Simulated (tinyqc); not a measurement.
Extrapolating accelerated tests: lateral field, substrate current, probability of reaching the oxide barrier and hot-carrier lifetime of a silicon transistor (pseudo-two-dimensional and lucky-electron models). Computed by tinyqc, a small Python program. Command: `OMP_NUM_THREADS=1 python tinyqc.py 3001147 3001148 out.jsonl hotcar walk`. One thread of a shared host (Intel(R) Xeon(R) Processor @ 2.30GHz), about 0.01 s of CPU time with the checks.

Local-field models: a lucky carrier gains its energy at the peak field over a path free of collisions. Voltages are magnitudes.

Inputs (values chosen for the exercise, modelled on a silicon p-channel): channel length L = 580 nm; oxide thickness t = 11 nm; junction depth x_j = 160 nm; mobility mu = 140 cm^2/(V s); saturation velocity v_s = 0.66 1e7 cm/s; threshold voltage V_T = 0.58 V; gate voltage V_G = 2.3 V; drain voltage V_D = 5.9 V; ionisation prefactor A_i = 7.2e+06 1/cm; ionisation field B_i = 3.85 MV/cm; hot-carrier mean free path lambda = 4.8 nm; oxide barrier phi_b = 4.6 eV; interface-trap threshold phi_it = 4.5 eV; lifetime constant H = 800 s microampere/micrometre; length of the depleted extension L_n = 31 nm.

Drain: lightly doped extension.

Constants: eps_0 = 8.8541878128e-12 F/m.

Method:
- C_ox = 3.9 eps_0/t; F_sat = 2 v_s/mu; V_Dsat = V_ov F_sat L/(V_ov + F_sat L), V_ov = V_G - V_T; I_D/W = C_ox v_s (V_ov - V_Dsat).
- Scale length l = 0.22 t^(1/3) x_j^(1/2) (all in cm); F_m = sqrt(((V_D - V_Dsat)/l_e)^2 + F_sat^2), with l_e = l + L_n; length of the velocity-saturated region l_e ln((V_D - V_Dsat)/(l_e F_sat) + F_m/F_sat).
- Substrate current I_sub/I_D = (A_i/B_i)(V_D - V_Dsat) exp(-B_i/F_m); probability of reaching the oxide barrier exp(-phi_b/(e lambda F_m)); lifetime tau = (H/(I_D/W)) exp(phi_it/(e lambda F_m)).
- V_10 solves tau = 3.156e8 s at the given V_G. The extrapolation fits ln(tau) against 1/V_D at 1, 1.08, 1.16 and 1.25 times the given V_D (rounded to 3 digits) by least squares and reads off the same tau.

V_Dsat = 1.30846 V

Stress points:
```
V_D (V)  1/V_D (1/V)     tau (s)
5.90         0.16949  2.8403e+11
6.37         0.15699  3.3893e+10
6.84         0.14620  5.6634e+09
7.38         0.13550  1.0009e+09
```

ten-year drain voltage V_10 = 7.7983 V

V_10 from the 1/V_D extrapolation = 7.7700 V

What follows from these numbers?

The extrapolation is 28 mV below the true value.

Extremes, crossings and ranges named in words are read from the listed rows.
